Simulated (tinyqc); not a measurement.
Capillary instabilities by surface diffusion: grooving and agglomeration of films, edge retraction, wire break-up and smoothing of roughness. From rim height H back to contact angle on the substrate theta. Computed by tinyqc, a small Python program. Command: `OMP_NUM_THREADS=1 python tinyqc.py 3001134 3001135 out.jsonl dewet inv`. One thread of a shared host (Intel(R) Xeon(R) Processor @ 2.30GHz), about 0.01 s of CPU time with the checks.

Isotropic surface energy; shapes change by surface diffusion alone.

Inputs (values chosen for the exercise, of the order of those of a copper film):
```
quantity,value,unit
surface energy gamma_s,1.7,J/m^2
atomic volume Omega,11.8,angstrom^3
surface sites nu,7.6,1/nm^2
prefactor D0,0.00016,m^2/s
activation energy Q,1.01,eV
temperature T,456,K
time t,8200,s
film thickness h,3.8,nm
```

Constants: k_B = 8.617333262e-05 eV/K; k_B = 1.380649e-23 J/K.

Method. B = D_s nu gamma_s Omega^2/(k_B T), D_s = D0 exp(-Q/(k_B T)). A rim shaped as a circular segment with contact angle theta holds the area h x; its radius r obeys r^2 (theta - sin theta cos theta) = h x. To advance, the edge must carry a strip of the rim height H = r (1 - cos theta) over the rim, driven by the curvature 1/r over the distance r theta (the scaling argument of Brandon and Bradshaw): H dx/dt = B/(theta r^2) gives x^(5/2) = (5/2) B t c^(3/2)/(theta (1 - cos theta) h^(3/2)), c = theta - sin theta cos theta.

Question. A run gave the result below. Find the contact angle on the substrate theta, known to lie between 97 and 140 degrees.

rim height H = 30.72214 nm

Answer.

Each step takes the trial c = (a f_b - b f_a)/(f_b - f_a), f being the result less the target and a, b, c the logarithms of the listed values; c replaces end b, the old b replaces a if the sign of f changed, and otherwise f_a is halved.

Scan of the range:
```
contact angle on the substrate theta (degrees),rim height H (nm)
97,26.3205
103,27.3156
110,28.3955
117,29.3846
124,30.2786
132,31.1767
140,31.9335
```

False position (Illinois rule, in the logarithm of the input) inside the bracket:
```
step,end a,end b,trial,rim height H (nm)
1,124.000,132.000,127.888,30.7321
2,124.000,127.888,127.719,30.7130
3,127.888,127.719,127.800,30.7221
4,127.719,127.800,127.800,30.7221
```

rim height H rises at every point of a 13-point scan of the range (every second point is shown), so one value fits; it is bracketed by 124 and 132. Answer: contact angle on the substrate theta = 127.8 degrees.
